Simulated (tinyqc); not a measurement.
Free and trapped electrons in a MOS channel with a dense trap tail: two steps of the calculation.

p-type body, charge-sheet picture, full ionisation (an idealisation for deep acceptors), Boltzmann statistics for free electrons. e = Ec - EF at the surface. Acceptor-like traps of density D(E) = D0 + De exp(-E/Ew) at depth E below Ec, from 0 to Eu, hold n_t = integral of D(E)/(1 + exp((e - E)/Vt)). psi = Eg - Vt ln(Nv/Na) - e; N_dep = sqrt(2 eps0 eps_r Na (psi - Vt)/q); n_f = sqrt(N_dep^2 + 2 eps0 eps_r Vt Nc exp(-e/Vt)/q) - N_dep; Vg = Vfb + psi + q (N_dep + n_t + n_f)/Cox, Cox = eps0 eox/tox.

Inputs (values chosen for the exercise); band and dielectric values close to those of gallium nitride: temperature T = 475 K; band gap Eg = 3.45 eV; relative permittivity eps_r = 9.32; conduction-band density of states at T Nc = 4.56e18 cm^-3; valence-band density of states at T Nv = 9.1e19 cm^-3; relative permittivity of the insulator eox = 3.9; insulator thickness tox = 29 nm; acceptor density Na = 4.2e15 cm^-3; flat-band voltage without trapped charge Vfb = -2.21 V; constant background density of acceptor-like traps D0 = 2.9e10 cm^-2 eV^-1; density of the tail at the conduction edge De = 3.7e12 cm^-2 eV^-1; decay energy of the tail Ew = 0.11 eV; depth below Ec down to which the traps reach Eu = 0.63 eV; mobility of free electrons mf = 150 cm^2/(V s); Ec - EF at the surface e = 0.191 eV.

Constants: q = 1.602176634e-19 C, kB = 1.380649e-23 J/K, Vt = kB T/q, eps0 = 8.8541878128e-14 F/cm where lengths are in cm. Results are converted to the units shown.

Question 1. Trapped charge. Trapezoid rule on 13 equal steps from 0 to Eu, f = 1/(1 + exp((e - E)/Vt)).

Find: E; D(E) f; n_t.

Answer 1.

```
point    E (eV)  D(E) f (cm^-2 eV^-1)
0             0             3.4754e10
1      0.048462             7.1885e10
2      0.096923             1.4255e11
3       0.14538             2.5094e11
4       0.19385             3.4361e11
5       0.24231             3.4059e11
6       0.29077             2.6867e11
7       0.33923             1.9322e11
8       0.38769             1.3691e11
9       0.43615             9.8931e10
10      0.48462             7.4116e10
11      0.53308             5.8063e10
12      0.58154             4.7712e10
13      0.63000             4.1046e10
```

n_t = 1.0008e11 cm^-2

Question 2. Charges and gate voltage. psi, N_dep, n_f and Vg as defined, with the n_t given; free share n_f/(n_f + n_t); apparent mobility mf n_f/(n_f + n_t); gate voltage spent on traps q n_t/Cox.

n_t = 1.0007735e11 cm^-2

Give: psi; N_dep; n_f; Vg; free share; apparent mobility; gate voltage spent on traps.

Answer 2.

psi = 2.8504 V
N_dep = 3.4864e11 cm^-2
n_f = 2.5042e10 cm^-2
Vg = 1.2778 V
free share = 20.014 %
apparent mobility = 30.022 cm^2/(V s)
gate voltage spent on traps = 0.13466 V

Program tinyqc, `OMP_NUM_THREADS=1 python tinyqc.py 2222125 2222126 out.jsonl`; Intel Xeon 2.30GHz, shared host, one thread, about 0.02 s.
